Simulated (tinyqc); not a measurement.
# Strained alloy layer of InP and GaP on (001) GaAs, model-solid band line-up: gaps, strain and offsets against composition

The layer is x parts of the first compound and 1 - x of the second, grown coherently on the third as substrate and barrier. Rows of the table: lattice constant a, average valence level Ea on an absolute scale, spin-orbit splitting so, gaps at Gamma, X and L, hydrostatic deformation potentials av and ac (Gamma), shear potential b, elastic constants, electron and heavy-hole (along z) masses. All are interpolated linearly in x; gaps get -C x (1 - x), taken wholly in the conduction band; real line-ups can differ from this model by 0.1 eV or more.

In-plane strain e = (a_substrate - a)/a, e_z = -2 (c12/c11) e, volume change 2 e + e_z. With v = 2 e + e_z and d = 2 b (e_z - e): Eav = Ea + av v; E_hh = Eav + so/3 - d/2; E_lh = Eav - so/6 + d/4 + sqrt(so^2 + so d + 9 d^2/4)/2; E_c = Ea + so/3 + EG + ac v (Gamma). Substrate: E_v = Ea + so/3, E_c = E_v + EG. Well depths: dEc = E_c(substrate) - E_c, dEhh = E_hh - E_v(substrate), dElh likewise; strained Gamma gap E_c - max(E_hh, E_lh); positive values confine carriers in the layer. Matthews-Blakeslee for 60-degree dislocations in a single layer: hc = k (ln(hc/bv) + 1), k = bv (1 - nu/4)/(4 pi |e| (1 + nu)), nu = c12/(c11 + c12), bv = a/sqrt(2); the larger root. The valence offset is the larger of dEhh and dElh; a dash marks |e| under 0.02 % or no root.

Inputs (values chosen for the exercise): bowing of the Gamma gap CG = 0.65 eV; bowing of the X gap CX = 0.2 eV; bowing of the L gap CL = 1.03 eV.

Binary compounds, values chosen for the exercise:

|  | close to InP | close to GaP | close to GaAs |
|---|---|---|---|
| a (angstrom) | 5.869 | 5.451 | 5.653 |
| Ea (eV) | -7.04 | -7.4 | -6.92 |
| so (eV) | 0.111 | 0.0792 | 0.34 |
| EG (eV) | 1.35 | 2.82 | 1.42 |
| EX (eV) | 2.19 | 2.26 | 1.9 |
| EL (eV) | 1.91 | 2.58 | 1.7 |
| av (eV) | 1.26 | 1.72 | 1.17 |
| ac (eV) | -4.99 | -7.2 | -7.27 |
| b (eV) | -1.7 | -1.79 | -1.71 |
| c11 (GPa) | 102 | 141 | 120 |
| c12 (GPa) | 55.4 | 61.1 | 54.3 |
| me (m0) | 0.0805 | 0.128 | 0.0663 |
| mh (m0) | 0.529 | 0.334 | 0.345 |

Gaps, strain and offsets against composition:

| x | e (%) | relaxed Gamma gap (eV) | lower of X and L gaps (eV) | strained Gamma gap (eV) | E_hh - E_lh (meV) | dEc (eV) | valence offset (eV) | hc (nm) |
|---|---|---|---|---|---|---|---|---|
| 0.25 | 1.7550 | 2.3306 | 2.2050 | 2.0754 | -156.50 | -0.30910 | -0.34629 | 4.22 |
| 0.31 | 1.2977 | 2.2253 | 2.1520 | 2.0435 | -112.33 | -0.26195 | -0.36154 | 6.42 |
| 0.38 | 0.76936 | 2.1083 | 2.0827 | 2.0066 | -62.914 | -0.21000 | -0.37665 | 12.8 |
| 0.44 | 0.32086 | 2.0130 | 2.0314 | 1.9737 | -24.108 | -0.16812 | -0.38556 | 38.3 |
| 0.5 | -0.12367 | 1.9225 | 1.9875 | 1.9280 | 8.0632 | -0.12871 | -0.37932 | 120 |
| 0.56 | -0.56428 | 1.8366 | 1.9510 | 1.8604 | 30.034 | -0.091832 | -0.34852 | 19.1 |
| 0.62 | -1.0010 | 1.7555 | 1.9219 | 1.7948 | 42.727 | -0.057500 | -0.31726 | 9.11 |
| 0.69 | -1.5057 | 1.6667 | 1.8974 | 1.7209 | 51.064 | -0.020714 | -0.28020 | 5.25 |
| 0.75 | -1.9343 | 1.5956 | 1.8844 | 1.6600 | 55.614 | 0.0079751 | -0.24793 | 3.67 |

The relaxed Gamma gap falls from 2.33 to 1.60 eV and the strained one falls from 2.08 to 1.66 eV. The lattice matches the substrate at x = 0.483; the heavy hole is on top where the layer is compressed (e < 0) and the light hole where it is stretched. The relaxed alloy turns direct at x = 0.415. dEc rises from -0.309 to 0.00798 eV and the valence offset goes from -0.346 through a minimum of -0.386 (at x = 0.44 among the rows listed) to -0.248 eV. At the largest strain listed, -1.93 %, strain changes the gap by 64.3 meV. For x = 0.25, 0.31, 0.38 the lowest conduction valley of the relaxed alloy is X or L, so the gap and dEc listed hold for Gamma only.

tinyqc, about 0.01 s, one thread, Intel Xeon 2.30GHz (shared host): `OMP_NUM_THREADS=1 python tinyqc.py 2690148 2690149 out.jsonl`
